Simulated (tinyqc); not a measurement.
Inside a calculation. Model: dopants and charged point defects at anneal temperature: Fermi-level effect, clustering and pairing. Computed by tinyqc, a small Python program that keeps every step. Command: `OMP_NUM_THREADS=1 python tinyqc.py 3012085 3012086 out.jsonl pairing walk`. One thread of a shared host (Intel(R) Xeon(R) Processor @ 2.30GHz), about 0.02 s of CPU time with the checks. Intermediate numbers are printed to about 7 digits and carried at full precision; extremes and crossings named in words are read from the listed rows.

Boltzmann statistics and full ionisation of active dopants. Energies are counted from the valence band; the defect (a vacancy or self-interstitial) has five charge states, with all degeneracy factors one.

Inputs (values chosen for the exercise, with bands modelled on GaAs):
```
quantity,value,unit
gap at 0 K E_g0,1.5,eV
Varshni alpha,0.000547,eV/K
Varshni beta,203,K
electron mass m_e,0.065,m_0
valleys M_c,1,-
hole mass m_h,0.528,m_0
anneal temperature T,930,K
total dopant density N,1.4e+20,cm^-3
formation enthalpy of the neutral defect H_f,2.49,eV
formation entropy S_f,3.9,k_B
site density N_s,4.3e+22,cm^-3
intrinsic dopant diffusivity D_i,4e-15,cm^2/s
anneal time t,200,s
dopant atoms per cluster k,3,-
cluster binding energy E_b,1.55,eV
```

Dopant: donor. Second part: clustering of the dopant.

defect levels as fractions of E_g(T): (2+/+), (+/0), (0/-), (-/2-): [0.05, 0.33, 0.7, 0.84]

Constants: m_0 = 9.1093837015e-31 kg; k_B = 1.380649e-23 J/K; h = 6.62607015e-34 J s; k_B = 8.617333262e-05 eV/K.

## The host at the anneal temperature

E_g = E_g0 - alpha T^2/(T + beta). N_c = 2 M_c (2 pi m_e k_B T/h^2)^(3/2) and N_v = 2 (2 pi m_h k_B T/h^2)^(3/2), masses in units of m_0. n_i = sqrt(N_c N_v) exp(-E_g/2 k_B T); E_i = E_g/2 + (k_B T/2) ln(N_v/N_c).

E_g = 1.082436 eV

k_B T = 0.08014120 eV

n_i = 1.274537e+16 cm^-3

E_i = 0.6671222 eV

effective density of states N_b of the majority band = 2.269784e+18 cm^-3

## Active and clustered dopant

n = A/2 + sqrt(A^2/4 + n_i^2) for an active density A. k ionised dopants and k carriers form one neutral cluster: C = N_s (A/N_s)^k (n/N_b)^k exp(E_b/k_B T), N_b the effective density of states of the majority band, and N = A + k C (60 bisections in ln A between ln N - 90 and ln N).

active density A = 3.968510e+18 cm^-3

clusters C = 4.534383e+19 cm^-3

active share = 0.02834650

97 % of the dopant is lost to clusters.

## Carrier density and Fermi level

chi = n/n_i (for acceptors n_i/p); E_F = E_i + k_B T ln chi; field enhancement h = 1 + A/sqrt(A^2 + 4 n_i^2).

n = 3.968551e+18 cm^-3

chi = 311.3720

E_F = 1.127212 eV

field enhancement h = 1.999979

The doping is 311 n_i: extrinsic conditions. Caution: the carrier density exceeds the effective density of states, where Boltzmann statistics understate the shift of E_F and so the density of charged defects (gap narrowing, also left out, works the other way).

## Charged defects

C_0 = N_s exp(S_f/k_B) exp(-H_f/k_B T). Ratios to the neutral state at E_F = E_i: r_+ = exp((E(+/0) - E_i)/k_B T), r_2+ = r_+ exp((E(2+/+) - E_i)/k_B T), r_- = exp((E_i - E(0/-))/k_B T), r_2- = r_- exp((E_i - E(-/2-))/k_B T); at other E_F state q scales as chi^(-q). The enhancement is sum r_q chi^(-q)/sum r_q. The charge on the defects is left out of neutrality.

neutral defects C_0 = 6.817376e+10 cm^-3

Charge states:
```
state,ratio r,intrinsic (cm^-3),doped (cm^-3)
2+,9.967704e-06,6.795359e+05,7.008954e+00
+,2.091779e-02,1.426045e+09,4.579874e+06
0,1.000000e+00,6.817376e+10,6.817376e+10
-,3.229397e-01,2.201601e+10,6.855170e+12
2-,1.574071e-02,1.073104e+09,1.040401e+14
```

all defects, doped = 1.109635e+14 cm^-3

enhancement over intrinsic = 1197.151

mean charge = -1.936992 e

Doping leaves the neutral state alone and multiplies the total by 1200; the most common state is 2- (in intrinsic material 0).

## Dopant diffusivity

If every charge state of the defect carries the dopant equally well, D = D_i x enhancement x h x (active share A/N, a rough stand-in that overstates the dA/dN which immobile clusters call for), D_i being an input held fixed when T or H_f is moved; diffusion length 2 sqrt(D t).

effective diffusivity D = 2.714776e-13 cm^2/s

D/D_i = 67.86941

diffusion length = 147.3710 nm

## Against doping

chi = n/n_i; h = 1 + A/sqrt(A^2 + 4 n_i^2); the dopant diffusivity over its intrinsic value is D/D_i = enhancement x h x A/N, if every charge state carries the dopant equally well.

Trend at the anneal temperature:
```
N (cm^-3),active A (cm^-3),chi,defect enhancement,mean charge,D/D_i
3.80e+14,3.800000e+14,1.015018e+00,1.003690e+00,-0.248857,1.0187
2.10e+15,2.100000e+15,1.085771e+00,1.021227e+00,-0.265378,1.1051
1.10e+16,1.100000e+16,1.520665e+00,1.133593e+00,-0.356931,1.5827
6.00e+16,6.000000e+16,4.911208e+00,2.184415e+00,-0.788261,4.1949
3.30e+17,3.299549e+17,2.592679e+01,1.467664e+01,-1.480056,29.3057
1.80e+18,1.461110e+18,1.146473e+02,1.801403e+02,-1.840664,292.4276
9.60e+18,2.429987e+18,1.906617e+02,4.668822e+02,-1.899851,236.3513
5.20e+19,3.343567e+18,2.623397e+02,8.598280e+02,-1.925819,110.5712
2.80e+20,4.463935e+18,3.502426e+02,1.504124e+03,-1.943713,47.9590
```

Well below n_i = 1.27e16 cm^-3 chi and the enhancement are near 1. At any doping d ln(enhancement)/d ln chi equals minus the mean charge, which goes from -0.25 to -1.94 over the rows. Clustering bends A over: its exponent in N falls to 0.17, towards 1/(2k) = 0.167, and D/D_i peaks at N = 1.8e18 cm^-3. Rows with carriers above N_b lie beyond Boltzmann statistics.

## Activation against anneal temperature

The formulas are those given above.

Equilibrium activation:
```
T (K),n_i (cm^-3),active A (cm^-3),clusters C (cm^-3),active share
560,9.327908e+12,3.238643e+17,4.655871e+19,0.00231332
650,1.096831e+14,7.596085e+17,4.641346e+19,0.00542577
740,7.297430e+14,1.465775e+18,4.617808e+19,0.01046982
840,3.821833e+15,2.607377e+18,4.579754e+19,0.01862412
930,1.274537e+16,3.968510e+18,4.534383e+19,0.02834650
1020,3.485943e+16,5.640765e+18,4.478641e+19,0.04029118
1120,8.941454e+16,7.844228e+18,4.405192e+19,0.05603020
```

The active share goes from 0.00231 at 560 K to 0.0560 at 1120 K, so a layer activated by a hot, short anneal is metastable and deactivates in later, cooler steps if the dopant can move. Over the first three rows, where most dopant is clustered, a fit of ln A rises with slope 0.299 eV against -1/k_B T, near E_b/(2k) = 0.258 eV plus 0.75 k_B T.

Checks made by the program: conservation of the dopant (relative difference below 1e-10); ratios against Boltzmann factors of formation energies at E_F (relative difference below 1e-10).
